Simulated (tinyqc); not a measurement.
Inverter chain driving a load.

N inverters, each f = Hc^(1/N) times larger than the one before: delay tau N (f + pp). Switched capacitance in units of the first input, with output capacitance pp times the input: Hc + (1 + pp)(Hc - 1)/(f - 1).

Parameters, values chosen for the exercise:

| symbol | value | unit | meaning |
|---|---|---|---|
| Hc | 25 |  | load over the input capacitance of the chain |
| pp | 1.5 |  | parasitic delay of an inverter |
| tau | 3.3 | ps | delay unit |

Result of one run:

| N | f | delay (ps) | switched capacitance |
|---|---|---|---|
| 3 | 2.9240 | 43.798 | 56.185 |

What becomes of these results when the number of stages N is changed from 3 to 1, all else the same?

Result of the changed run:

| N | f | delay (ps) | switched capacitance |
|---|---|---|---|
| 1 | 25.000 | 87.450 | 27.500 |

The whole series:

| N | f | delay (ps) | switched capacitance |
|---|---|---|---|
| 1 | 25.000 | 87.450 | 27.500 |
| 2 | 5.0000 | 42.900 | 40.000 |
| 3 | 2.9240 | 43.798 | 56.185 |
| 4 | 2.2361 | 49.316 | 73.541 |
| 5 | 1.9037 | 56.160 | 91.397 |
| 6 | 1.7100 | 63.558 | 109.51 |

The delay goes from 87.4 through a minimum of 42.9 (at N = 2 among the rows listed) to 63.6 ps. The best stage effort solves pp + rho (1 - ln rho) = 0, rho = 3.97, which gives N = ln Hc/ln rho = 2.34. One stage fewer than the best costs 100 % in delay and saves 31 % of the switched capacitance.

Computed by the program tinyqc: `OMP_NUM_THREADS=1 python tinyqc.py 2082097 2082098 out.jsonl`, one thread of a shared Intel Xeon 2.30GHz, about 0.01 s for the whole run.
